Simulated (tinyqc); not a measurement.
Energies of the polytypes: polytypes and stacking faults of a tetrahedral semiconductor in an axial Ising model with couplings up to third neighbours. Computed by tinyqc, a small Python program. Command: `OMP_NUM_THREADS=1 python tinyqc.py 3029234 3029235 out.jsonl polytype walk`. One thread of a shared host (Intel(R) Xeon(R) Processor @ 2.30GHz), about 0.01 s of CPU time with the checks.

Each double layer has s = +1 or -1 for the sense of its stacking step; E per pair of atoms = E0 - sum_n J_n <s_i s_(i+n)>, n = 1, 2, 3. Hexagonality h = (1 - <s_i s_(i+1)>)/2.

Inputs (values chosen for the exercise, of the order of those of GaAs for J, a, G and the gaps):
```
quantity,value,unit
J1,11.2,meV/pair
J2,-0.851,meV/pair
J3,-0.17,meV/pair
gap of 3C,1.52,eV
gap of 4H,1.51,eV
```

Method. E - E(3C) = sum_n J_n (1 - C_n), C_n = <s_i s_(i+n)>. The gap is taken linear in h between 3C (h = 0) and 4H (h = 1/2), a rough rule, with a dash beyond.

correlations of the repeat units 3C (+), 2H (+-), 4H (++--), 6H (+++---), 15R (+++--), 8H (++++----), 21R (++++---), 9R (++-):
```
,n = 1,n = 2,n = 3
3C,1.00000,1.00000,1.00000
2H,-1.00000,1.00000,-1.00000
4H,0.00000,-1.00000,0.00000
6H,0.33333,-0.33333,-1.00000
15R,0.20000,-0.60000,-0.60000
8H,0.50000,0.00000,-0.50000
21R,0.42857,-0.14286,-0.71429
9R,-0.33333,-0.33333,1.00000
```

Polytypes:
```
polytype,h,E - E(3C) (meV/pair),gap by the linear rule (eV)
3C,0.0000,0.000,1.5200
2H,1.0000,22.060,-
4H,0.5000,9.328,1.5100
6H,0.3333,5.992,1.5133
15R,0.4000,7.326,1.5120
8H,0.2500,4.494,1.5150
21R,0.2857,5.136,1.5143
9R,0.6667,13.799,-
```

E(2H) - E(3C) = 22.06 meV/pair

E(4H) - E(3C) = 9.328 meV/pair

E(6H) - E(3C) = 5.992 meV/pair

What follows from these numbers?

The lowest is 3C, 4.494 meV/pair below 8H. J1/|J2| = 13.16: for J3 = 0 and J2 < 0 the ground state is 2H below -2, 4H between -2 and 2, and 3C above 2; at 2 itself all periods with bands of two or more layers are degenerate.

Extremes, crossings and ranges named in words are read from the listed rows.
